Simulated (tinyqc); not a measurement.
Junction parameters from two forward currents.

Question. D(v) = J1 (exp(v/Vt) - 1) + J2 (exp(v/(2 Vt)) - 1). Find J1, J2 and the voltage 2 Vt ln(J2/J1) near which both parts are equal.

Inputs (values chosen for the exercise):

| symbol | value | unit | meaning |
|---|---|---|---|
| T | 300 | K | temperature |

Constants: q = 1.602176634e-19 C, kB = 1.380649e-23 J/K, Vt = kB T/q. Results are converted to the units shown.

junction voltages (V): [0.34, 0.72]
currents (uA/um): [1.5928013e-6, 0.38844754]

Solution. The current is linear in J1 and J2, so two points give two equations.

J1 = 3.10e-13 uA/um
J2 = 2.00e-9 uA/um
crossover = 0.454 V

Numbers from tinyqc (`OMP_NUM_THREADS=1 python tinyqc.py 2182160 2182161 out.jsonl`; about 0.2 s on one thread of a shared Intel Xeon 2.30GHz).
